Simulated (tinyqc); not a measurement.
RHF in the sto-3g basis, for H3+, spin multiplicity 1, step by step. One step of it, computed by the program tinyqc.

Task: Iteration 3: diagonalisation and new density. Diagonalise F' = X^T F X, C = X C', fill 1 alpha and 1 beta electrons from the bottom; D = 2 C_occ C_occ^T; the new density keeps 0.7 of the old one (damping). Each column has its largest component positive (the first on a tie).

extrapolated F (hartree):
```
           1H 1s      2H 1s      3H 1s
1H 1s  -1.021266  -0.902670  -0.902328
2H 1s  -0.902670  -0.766098  -0.594111
3H 1s  -0.902328  -0.594111  -0.765837
```

X:
```
               1          2         3
1H 1s   1.564062  -0.000280  0.441695
2H 1s  -0.920463  -0.868633  0.375529
3H 1s  -0.919394   0.869167  0.375440
```

D after iteration 2:
```
          1H 1s     2H 1s     3H 1s
1H 1s  0.697460  0.333378  0.333118
2H 1s  0.333378  0.165755  0.165636
3H 1s  0.333118  0.165636  0.165518
```

overlap S:
```
          1H 1s     2H 1s     3H 1s
1H 1s  1.000000  0.644847  0.644559
2H 1s  0.644847  1.000000  0.337737
3H 1s  0.644559  0.337737  1.000000
```

Give: F' = X^T F X; orbital energies; coefficients C; D after iteration 3.

Result:

F' = X^T F X (hartree):
```
        1       2       3
1   0.394   0.000  -0.093
2   0.000  -0.259   0.000
3  -0.093   0.000  -1.181
```

orbital energies (hartree): MO1 -1.187, MO2 -0.259, MO3 0.399

coefficients C:
```
         MO1     MO2     MO3
1H 1s  0.532   0.000   1.536
2H 1s  0.321  -0.869  -0.941
3H 1s  0.321   0.869  -0.940
```

D after iteration 3:
```
       1H 1s  2H 1s  3H 1s
1H 1s  0.658  0.336  0.336
2H 1s  0.336  0.178  0.178
3H 1s  0.336  0.178  0.178
```
